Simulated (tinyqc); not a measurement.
# MOSFET in saturation, small-signal circuit and noise: effect of the temperature on speed and noise

Bias by the inversion coefficient IC = I/Ispec (charge-based model with velocity saturation; weak inversion below 0.1, strong above 10). Common-source circuit: gm, gds, Cgs, Cgd and Cj at the inner nodes, Rg in series with the gate; quasi-static, no source or drain resistance, no gate-body capacitance, no substrate network, no induced gate noise, so fmax is an upper estimate.

Ispec = 2 n mu Cox (W/L) Vt^2, lc = Ls/L, gms = [sqrt((lc IC + 1)^2 + 4 IC) - 1]/[2 + lc (lc IC + 1)], gm = gms Ispec/(n Vt), gds = sg gm. qs = [sqrt(1 + 4 IC) - 1]/2, Cgs = Cox W L qs (2 qs + 3)/(3 (qs + 1)^2) + Cov W, Cgd = Cov W, Cd = Cj W, Rg = Rsh (Wf/L)/(12 Nf) + Rc/W with Nf = W/Wf fingers (not rounded) contacted at both ends. fT = gm/(2 pi (Cgs + Cgd)), fmax = fT/(2 sqrt(Rg (gds + 2 pi fT Cgd))). Channel noise Sid = 4 kB T gam n gm with gam = (1/2 + (2/3) qs)/(1 + qs) + gw lc IC, qs = [sqrt(1 + 4 IC) - 1]/2, lc = Ls/L (the last term an empirical rise with velocity saturation); at the gate, white noise Sw = Sid/gm^2 + 4 kB T Rg. Number fluctuation with correlated mobility: S(f) = K/f, K = q^2 Vt lt Nt/(W L Cox^2) (1 + ac mu Cox I/gm)^2, Vt in eV with Nt per eV. Corner fc = K/Sw. IC is held fixed, and so are mu, n, Ls and Nt.

Values chosen for this exercise:
```
symbol   value         unit                                   meaning
L          350           nm                               gate length
W           10           um                          total gate width
Cox       2.07      uF/cm^2                          gate capacitance
mu         270   cm^2/(V s)                                  mobility
n         1.35                                           slope factor
Ls          10           nm                velocity-saturation length
sg       0.013                                           ratio gds/gm
Cov       0.42        fF/um   overlap and fringe capacitance per side
Cj        0.59        fF/um                drain junction capacitance
Rsh         20          ohm              sheet resistance of the gate
Wf           2           um                              finger width
Rc         200       ohm um      gate contact and vertical resistance
IC         1.9                                  inversion coefficient
gw        0.14               short-channel excess of the noise factor
Nt      1.7e18  cm^-3 eV^-1                        oxide trap density
lt         0.1           nm          tunnelling length into the oxide
ac        1000        V s/C            Coulomb scattering coefficient
```

Constants: q = 1.602176634e-19 C, kB = 1.380649e-23 J/K, Vt = kB T/q. Results are converted to the units shown.

The same in every row: Rg (ohm) = 21.905.

Effect of the temperature on speed and noise:
```
T (K)  I (uA)  fT (GHz)  fmax (GHz)  sqrt(Sw) (nV/Hz^0.5)  fc (MHz)
100    6.0832    1.1031      20.656                4.0907    1.5372
150    13.687    1.6546      25.298                4.0981    2.3267
200    24.333    2.2061      29.211                4.1055    3.1303
250    38.020    2.7577      32.659                4.1128    3.9479
300    54.748    3.3092      35.776                4.1202    4.7795
350    74.519    3.8607      38.643                4.1275    5.6253
400    97.331    4.4123      41.311                4.1348    6.4852
```

As T goes from 100 to 400 K, fT rises from 1.10 to 4.41 GHz, fmax rises from 20.7 to 41.3 GHz, the white noise rises from 4.09 to 4.13 nV/Hz^0.5 and the corner rises from 1.54 to 6.49 MHz. At fixed IC and mobility the current goes as T^2 and gm as T, which is why fT rises; a real mobility would fall with T. In every row fmax exceeds 4 fT, where channel resistance and substrate losses, left out here, would cap it. For T = 100 to 150 K band tails and dopant freeze-out, left out here, change n and the noise.

Computed by the program tinyqc: `OMP_NUM_THREADS=1 python tinyqc.py 2150145 2150146 out.jsonl`, one thread of a shared Intel Xeon 2.30GHz, about 0.01 s for the whole run.
